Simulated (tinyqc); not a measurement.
Strain dependence: valley-orbit splitting of a donor ground state, with strain. Computed by tinyqc, a small Python program. Command: `OMP_NUM_THREADS=1 python tinyqc.py 3015942 3015943 out.jsonl valleyorbit walk`. One thread of a shared host (Intel(R) Xeon(R) Processor @ 2.30GHz), about 0.01 s of CPU time with the checks.

The basis is the 1s envelope in each valley; energies are counted from the unstrained conduction-band edge. The strain is e_s (a a^T - 1/3) for the unit stress axis a, so valley j along n_j moves by Xi_u e_s w_j with w_j = (n_j.a)^2 - 1/3: -1/3 for x and y, +2/3 for z.

Inputs (values chosen for the exercise, for a model many-valley semiconductor):

| quantity | value | unit |
|---|---|---|
| single-valley binding energy E_0 | 22 | meV |
| central-cell shift Lambda | 7.79 | meV |
| coupling Delta_1 | 2.28 | meV |
| coupling Delta_2 | 0.914 | meV |
| shear deformation potential Xi_u | 8.27 | eV |
| shear strain e_s | -0.00041 | - |

Valleys: six along <100>. Stress axis: [001].

Method:
- By symmetry: E(A1) = E_0 + Lambda + 4 Delta_1 + Delta_2 (one state), E(T2) = E_0 + Lambda - Delta_2 (three), E(E) = E_0 + Lambda - 2 Delta_1 + Delta_2 (two), as binding energies.
- H_jj = -(E_0 + Lambda) + Xi_u e_s w_j; H_jk = -Delta_2 between opposite valleys and -Delta_1 between perpendicular ones.
- The contact hyperfine ratio is A/A_0 = (sum_j c_j)^2/(number of valleys), c_j the valley amplitudes of the ground state; binding from the lowest valley edge.

E(A1) = 39.824 meV

Against strain:

| e_s | Xi_u e_s (w_max - w_min) (meV) | binding (meV) | gap to next level (meV) | A/A_0 |
|---|---|---|---|---|
| -0.00330 | -27.2910 | 32.406 | 3.530 | 0.58768 |
| -0.00120 | -9.9240 | 35.006 | 6.130 | 0.87126 |
| -0.00041 | -3.3907 | 37.764 | 8.888 | 0.98453 |
| -0.00012 | -0.9924 | 39.179 | 10.303 | 0.99878 |
| 0.00012 | 0.9924 | 39.509 | 10.633 | 0.99889 |
| 0.00041 | 3.3907 | 38.864 | 9.988 | 0.98874 |
| 0.00120 | 9.9240 | 37.719 | 8.843 | 0.93797 |
| 0.00330 | 27.2910 | 36.520 | 7.644 | 0.83141 |

What does the comparison show, and why?

A/A_0 falls for either sign of strain, to 0.588 and 0.831 at the ends; its limits are the shares of the valleys that end up lowest, 2/6 under compression and 4/6 under tension. Near zero strain A/A_0 changes in second order, the binding in first. The binding energy drops from 39.82 meV to 32.41 and 36.52 meV, since fewer valleys share the valley-orbit gain.

Extremes, crossings and ranges named in words are read from the listed rows.
